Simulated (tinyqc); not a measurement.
Inside a calculation. Model: frequency dispersion of an accumulation capacitance by border traps, distributed model.

Program tinyqc, `OMP_NUM_THREADS=1 python tinyqc.py 2202172 2202173 out.jsonl`; Intel Xeon 2.30GHz, shared host, one thread, about 0.7 s. Printed values are rounded.

Traps spread evenly through the insulator exchange electrons with the semiconductor by tunnelling, with tau(x) = t0 exp(2 ka x) at depth x from the interface. The admittance per area Y seen at depth x obeys dY/dx = -Y^2/(i w eps0 eox) + q Nb ln(1 + i w tau)/tau, with Y(0) = i w Cs and w = 2 pi f; the gate sees Y(tox) = G + i w C. Working variable y = Y/(i w), in uF/cm^2. Cox = eps0 eox/tox.

Inputs (values chosen for the exercise); permittivity close to that of aluminium oxide: relative permittivity of the insulator eox = 8.38; insulator thickness tox = 11 nm; semiconductor capacitance in accumulation Cs = 0.71 uF/cm^2; density of border traps Nb = 4.3e18 cm^-3 eV^-1; decay constant of the wave function in the insulator ka = 6.3 1/nm; time constant of a trap at the interface t0 = 4e-10 s; frequency f = 10000 Hz; depth down to which the steps are taken xe = 1.2 nm.

Constants: q = 1.602176634e-19 C, eps0 = 8.8541878128e-14 F/cm where lengths are in cm. Results are converted to the units shown.

## Scales and lumped estimate

Cox; trap-free value 1/(1/Cox + 1/Cs); response depth d = ln(1/(w t0))/(2 ka), where w tau = 1; lumped estimate: all traps within d act as C_bt = q Nb d placed at d/2, so C = 1/{1/[1/(1/Cs + d/(2 eps0 eox)) + C_bt] + (tox - d/2)/(eps0 eox)}.

Cox = 0.674528 uF/cm^2
trap-free C = 0.345905 uF/cm^2
d = 0.840582 nm
C_bt = 0.0579107 uF/cm^2
lumped C = 0.360181 uF/cm^2

The traps within reach amount to 0.0816 Cs and lie in the first 7.64 % of the insulator.

## Midpoint steps through the active depth

In terms of y: dy/dx = -y^2/(eps0 eox) + s(x), s = q Nb ln(1 + z)/z, z = i w tau. 10 midpoint steps of h = xe/10: y_half = y + (h/2) y'(x, y), y(new) = y + h y'(x + h/2, y_half).

| point | x (nm) | s (uF/(cm^2 nm)) | y (uF/cm^2) |
|---|---|---|---|
| 0 | 0 | 0.0688936-0.0000009i | 0.710000+0.000000i |
| 1 | 0.12 | 0.0688936-0.0000039i | 0.710113+0.000000i |
| 2 | 0.24 | 0.0688936-0.0000178i | 0.710224-0.000001i |
| 3 | 0.36 | 0.0688935-0.0000808i | 0.710332-0.000006i |
| 4 | 0.48 | 0.0688910-0.0003664i | 0.710437-0.000026i |
| 5 | 0.6 | 0.0688402-0.0016602i | 0.710539-0.000119i |
| 6 | 0.72 | 0.0678242-0.0073639i | 0.710611-0.000536i |
| 7 | 0.84 | 0.0542528-0.0237988i | 0.710181-0.002257i |
| 8 | 0.96 | 0.0206905-0.0233908i | 0.706458-0.005496i |
| 9 | 1.08 | 0.0051338-0.0101803i | 0.699715-0.007294i |
| 10 | 1.2 | 0.0011602-0.0033681i | 0.692175-0.007835i |

## Capacitance and conductance at the gate

y at xe = 0.692175-0.007835i uF/cm^2

Beyond xe the traps are ignored, so 1/y(tox) = 1/y(xe) + (tox - xe)/(eps0 eox); C = Re y, G/w = -Im y, loss tangent G/(w C).

y at the gate = 0.361608-0.002138i uF/cm^2
C = 0.361608 uF/cm^2
G/w = 0.00213812 uF/cm^2
loss tangent = 0.00591280

A fine integration over the whole insulator gives C = 0.36165 and G/w = 0.002223 uF/cm^2; the coarse G/w is 3.8 % below that. The fine C is 4.6 % above the trap-free value, and the lumped estimate is 0.41 % below the fine result.
